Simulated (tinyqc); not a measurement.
Resonant-tunnelling diode, transfer matrices and Tsu-Esaki current: two steps of the calculation.

Emitter (band edge 0), barrier d1, well Lw, barrier d2, collector (edge -V). The bias drops linearly over these layers and none in the contacts; each layer is cut into ns equal slices, flat at the value of their centres. E is the energy of motion across the layers, C = hbar^2/(2 m0), psi and psi'/m are continuous. Transport is coherent, T(E) is taken as independent of the transverse momentum, and charge in the well is ignored.

Inputs (values chosen for the exercise); masses and offsets of a made-up heterostructure:
```
symbol    value  unit                                meaning
mw         0.16    m0  mass in the well, spacer and contacts
ns            2                         slices in each layer
V           0.1     V                  bias of the collector
E       0.06736    eV                           trial energy
```

Constants: q = 1.602176634e-19 C, hbar = 1.054571817e-34 J s, m0 = 9.1093837015e-31 kg, hbar^2/(2 m0) = 0.0380998212 eV nm^2. Results are converted to the units shown.

Problem 1. Running product of the slice matrices at the trial energy. For the pair (psi, psi'/m) a flat layer has M = [[cos kd, (m/k) sin kd], [-(k/m) sin kd, cos kd]] with k = sqrt(m (E - U)/C) above its edge U, and M = [[cosh Kd, (m/K) sinh Kd], [(K/m) sinh Kd, cosh Kd]] with K = sqrt(m (U - E)/C) below it. Later slices stand to the left. With M acting on (psi, psi'/m) and v = k/m in each lead, T(E) = 4 vL vR/[(vL vR M12 - M21)^2 + (vR M11 + vL M22)^2]. vL = sqrt(mw E/C)/mw, vR = sqrt(mw (E + V)/C)/mw.

```
slice       U (eV)  m (m0)  width (nm)
0       0.54400000    0.38         0.6
1       0.53200000    0.38         0.6
2      -0.03700000    0.16         1.3
3      -0.06300000    0.16         1.3
4       0.46800000    0.38         0.6
5       0.45600000    0.38         0.6
```

Find: Product after each layer; T(E).

Solution 1.

Product after each layer:
```
                M11  M12 (nm)  M21 (1/nm)      M22
barrier d1   6.8050    1.1741      38.164   6.7314
well         7.1648    1.2685     -41.337  -7.1793
barrier d2  -3.1306  -0.41098     -23.502  -3.4047
```

T(E) = 0.067277

Problem 2. Breit-Wigner parameters from a parabola through 1/T(E). Near a resonance 1/T(E) = (1/Tp) [1 + (2 (E - Er)/G)^2]. With y = 1/T(E) at E0 - h, E0, E0 + h: a = (y1 + y3 - 2 y2)/(2 h^2), b = (y3 - y1)/(2 h), Er = E0 - b/(2 a), 1/Tp = y2 - b^2/(4 a), G = 2 sqrt(1/(Tp a)), tau = hbar/G.

three energies (eV): 0.062469  0.063469  0.064469
T(E) at these energies: 0.29054424  0.76560402  0.61534708

Find: Er; Tp; G; tau.

Solution 2.

Er = 0.06384 eV
Tp = 0.8787
G = 1.926 meV
tau = 341.8 fs

The true maximum of T(E) lies at 0.063832 eV with height 0.8718 and full width 1.959 meV; the fitted G is 1.7 % below that width.

tinyqc, about 0.1 s, one thread, Intel Xeon 2.30GHz (shared host): `OMP_NUM_THREADS=1 python tinyqc.py 2600132 2600133 out.jsonl`
